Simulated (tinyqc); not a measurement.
# p-type polysilicon, carrier trapping at grain boundaries: effect of the doping

One-dimensional grains of size Lg, uniform ionised doping N, monovalent traps Qt at each boundary at a depth Et below (for electrons) or above (for holes) the band edge there, abrupt depletion of width W on each side of a boundary, Boltzmann statistics. xi is the distance from the band edge at the grain centre to the Fermi level. Trapped charge Qt/(1 + exp((xi + VB - Et)/Vt)) = 2 N W, barrier VB = q N W^2/(2 eps0 eps_r).

If the trap equation with xi = Vt ln(NB/N) has a root W < Lg/2, the grain is partly depleted; otherwise W = Lg/2 and the trap equation gives xi = Et - VB + Vt ln(Qt/(N Lg) - 1). N* = Qt/Lg. n0 = NB exp(-xi/Vt); mean density n0 (1 - 2 W/Lg) by charge balance in a partly depleted grain, and n0 (sqrt(pi)/2) erf(u)/u with u = sqrt(VB/Vt) in a fully depleted one; v = sqrt(kB T/(2 pi ms m0)); barrier resistivity Vt exp(VB/Vt)/(q fe n0 v Lg); grain resistivity (1 - 2 W/Lg)/(q n0 mug); effective mobility 1/(q mean density total resistivity). Rows with xi above 0.45 V, towards mid-gap, are left out, since the other carrier type is ignored.

Values chosen for this exercise; values of the order met in polycrystalline silicon:
```
symbol    value        unit                                                              meaning
T           300           K                                                          temperature
eps_r      11.7                                                            relative permittivity
NB      2.65e19       cm^-3                                  valence-band density of states at T
Lg           40          nm                                                           grain size
Qt       2.1e12       cm^-2                                     trap density of a grain boundary
Et         0.42          eV  depth of the trap level from the majority band edge at the boundary
ms         0.58          m0                                         mass for thermionic emission
fe          0.5                                           correction factor of the emission rate
mug          93  cm^2/(V s)                                           mobility inside the grains
```

Constants: q = 1.602176634e-19 C, kB = 1.380649e-23 J/K, m0 = 9.1093837015e-31 kg, Vt = kB T/q, eps0 = 8.8541878128e-14 F/cm where lengths are in cm. Results are converted to the units shown.

Result of one run:
```
N (cm^-3),N/N*,depleted share 2 W/Lg,VB (V),xi (V),mean density (cm^-3),resistivity (ohm cm),effective mobility (cm^2/(V s))
2.2e18,4.1905,0.23864,0.038752,0.064338,1.6750e18,0.069708,53.455
```

What becomes of these results when the doping N is changed from 2.2e18 to 1.2e18 cm^-3, all else the same?

Result of the changed run:
```
N (cm^-3),N/N*,depleted share 2 W/Lg,VB (V),xi (V),mean density (cm^-3),resistivity (ohm cm),effective mobility (cm^2/(V s))
1.2e18,2.2857,0.43749,0.071042,0.080007,6.7502e17,0.32861,28.138
```

The whole series:
```
N (cm^-3),N/N*,depleted share 2 W/Lg,VB (V),xi (V),mean density (cm^-3),resistivity (ohm cm),effective mobility (cm^2/(V s))
9.3e16,0.17714,1.0000,0.028767,0.43094,1.1087e12,45514,123.69
1.8e17,0.34286,1.0000,0.055677,0.38114,6.0883e12,18780,54.588
3.3e17,0.62857,1.0000,0.10208,0.30432,9.0782e13,5789.8,11.875
6.3e17,1.2000,0.83276,0.13514,0.096665,1.0536e17,6.7727,8.7467
1.2e18,2.2857,0.43749,0.071042,0.080007,6.7502e17,0.32861,28.138
2.2e18,4.1905,0.23864,0.038752,0.064338,1.6750e18,0.069708,53.455
4.2e18,8.0000,0.12500,0.020299,0.047621,3.6750e18,0.025907,65.557
8e18,15.238,0.065625,0.010657,0.030963,7.4750e18,0.012150,68.722
```

As N goes from 9.3e16 to 8e18, VB goes from 0.0288 through a maximum of 0.135 (at N = 6.3e17 among the rows listed) to 0.0107 V, the resistivity falls from 45500 to 0.0122 ohm cm and the effective mobility goes from 124 through a minimum of 8.75 (at N = 6.3e17 among the rows listed) to 68.7 cm^2/(V s). The steepest fall of the resistivity among the rows, as N^(-10.4), lies between N = 3.3e17 and 6.3e17 cm^-3; N* = 5.25e17 cm^-3. While the grain is fully depleted VB grows as N; once the traps are full it falls as 1/N. For N = 2.2e18, 4.2e18, 8e18 xi is under 2.5 Vt, where Boltzmann statistics begin to fail. For N = 4.2e18, 8e18 VB is below Vt, where abrupt depletion and thermionic emission are rough. For N = 6.3e17 the grain is near the changeover between partial and full depletion, within a few Debye lengths, where both limits are rough. For N = 9.3e16 the effective mobility exceeds mug, since drift through the depleted part of the grain is left out.

Numbers from tinyqc (`OMP_NUM_THREADS=1 python tinyqc.py 2830119 2830120 out.jsonl`; about 0.01 s on one thread of a shared Intel Xeon 2.30GHz).
